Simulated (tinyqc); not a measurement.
# Electromigration in a confined line: Blech product, Korhonen stress evolution and Black's law, step by step

A worked calculation. Computed by tinyqc, a small Python program that keeps every step. Command: `OMP_NUM_THREADS=1 python tinyqc.py 3006806 3006807 out.jsonl emigr walk`. One thread of a shared host (Intel(R) Xeon(R) Processor @ 2.30GHz), about 0.01 s of CPU time with the checks. Intermediate numbers are printed to about 6 digits and carried at full precision; extremes and crossings named in words are read from the listed rows.

The electron wind pushes atoms from the cathode (x = 0) to the anode (x = L); blocking ends build a back stress (tension positive). The input rho is taken not to change with temperature. d sigma/dt = d/dx [kappa (d sigma/dx + G)], with zero flux at both ends and sigma = sigma_0 at t = 0.

Inputs (values chosen for the exercise, close to those used for copper lines): resistivity rho = 3.79 micro-ohm cm; atomic volume Omega = 11.8 angstrom^3; effective charge number Z* = 2; prefactor D0 = 1.5e-08 m^2/s; activation energy E = 0.833 eV; effective modulus B = 23 GPa; critical stress sigma_c = 120 MPa; initial stress sigma_0 = 24 MPa; current density j = 2.6 MA/cm^2; line length L = 150 um; test temperature T = 300 C; time as a fraction of L^2/kappa, s = 0.013; use temperature T_u = 125 C; use current density j_u = 1.5 MA/cm^2; current exponent n = 1.

Start: thermal stress.

Constants: e = 1.602176634e-19 C; k_B = 8.617333262e-05 eV/K; k_B = 1.380649e-23 J/K.

## Driving force and diffusivities

G = Z* e rho j/Omega; D = D0 exp(-E/(k_B T)); kappa = D B Omega/(k_B T); drift velocity of an unconfined line v = D Z* e rho j/(k_B T). SI: 1 micro-ohm cm = 1e-8 ohm m, 1 MA/cm^2 = 1e10 A/m^2. Temperatures in kelvin are T(C) + 273.15.

stress gradient G = 26.7591 MPa/um

diffusivity D = 7.10265e-16 m^2/s

kappa = 2.43601e-14 m^2/s

drift velocity = 102.029 nm/h

## Steady state and Blech product

At steady state sigma(x) = sigma_0 + G (L/2 - x). A void forms only if the cathode stress reaches sigma_c, that is if j L exceeds (j L)_c = 2 Omega (sigma_c - sigma_0)/(Z* e rho). Time scale tau = L^2/kappa.

steady cathode stress = 2030.93 MPa

j L = 39000 A/cm

critical product (j L)_c = 1865.54 A/cm

tau = 256.567 h

j L is 20.9 times the critical product: the line can fail. Caution: a steady stress above sigma_c is formal, since a void forms first.

## Series terms at the cathode

sigma(x, t) = sigma_0 + G L [1/2 - x/L - 4 sum_(m odd) cos(m pi x/L) exp(-m^2 pi^2 s)/(m pi)^2], s = t/tau, summed to m = 399. The terms at x = 0 are 4 exp(-m^2 pi^2 s)/(m pi)^2; tau = L^2/kappa.

terms for m = 1, 3, 5, 7: [0.356482, 0.0141912, 6.55795e-04, 1.53880e-05]

cathode stress at time s = 540.403 MPa

time t = 3.33538 h

Caution: the stress exceeds sigma_c: a void would already have formed and relaxed it, so the value is formal.

## Stress along the line

Steady state: sigma_0 + G L (1/2 - x/L). Take x/L = 0, 0.1, 0.2, 0.3, 0.4, 0.6, 0.8 and 1.

Stress (MPa):
```
x/L  at time s  steady state
0.0    540.403       2030.93
0.1    235.261       1629.54
0.2     90.812       1228.16
0.3     39.843        826.77
0.4     26.723        425.39
0.6     21.277       -377.39
0.8    -42.812      -1180.16
1.0   -492.403      -1982.93
```

Caution: stresses above sigma_c are formal, since a void forms first.

## Finite line against the semi-infinite law

Semi-infinite line: sigma(0, t) = sigma_0 + 2 G L sqrt(s/pi). One-term form: keep m = 1 alone.

Cathode stress (MPa):
```
s            t (h)  full series  semi-infinite  one term
0.002  5.13135e-01       226.55         226.55    435.97
0.005  1.28284e+00       344.26         344.26    482.50
0.01   2.56567e+00       476.92         476.92    557.06
0.02   5.13135e+00       664.52         664.52    695.58
0.05   1.28284e+01      1035.67        1036.75   1037.80
0.1    2.56567e+01      1424.60        1456.24   1424.63
0.2    5.13135e+01      1804.96        2049.50   1804.96
0.4    1.02627e+02      1999.54        2888.49   1999.54
0.8    2.05254e+02      2030.32        4075.00   2030.32
```

Among these rows the semi-infinite law holds to 1 % up to s = 0.05 and the one-term form from s = 0.05 on: the far end is felt once sqrt(kappa t) is no longer small against L, and by then the terms with m > 1 have nearly died out. The critical stress 120 MPa is already passed in the first row. Caution: rows beyond sigma_c are formal, since a void ends the model there.

## Time to nucleate a void

Solve sigma(0, t) = sigma_c for s; the semi-infinite estimate is t = (pi/kappa) ((sigma_c - sigma_0)/(2 G))^2.

nucleation time = 0.115268 h

semi-infinite estimate = 0.115268 h

The two agree: the void nucleates before the far end is felt, so the time scales as 1/j^2 and not with L.

## Extrapolation by Black's law

Median life t50 = A j^(-n) exp(E/(k_B T)); acceleration factor = t50(use)/t50(test) = (j/j_u)^n exp[(E/k_B)(1/T_u - 1/T)].

current factor = 1.73333

temperature factor = 1657.42

acceleration factor = 2872.87

At the use current j_u L exceeds the critical product.

Checks made by the program: series against a 200-cell finite-volume solution (on the scale of G L) (relative difference 2e-06).
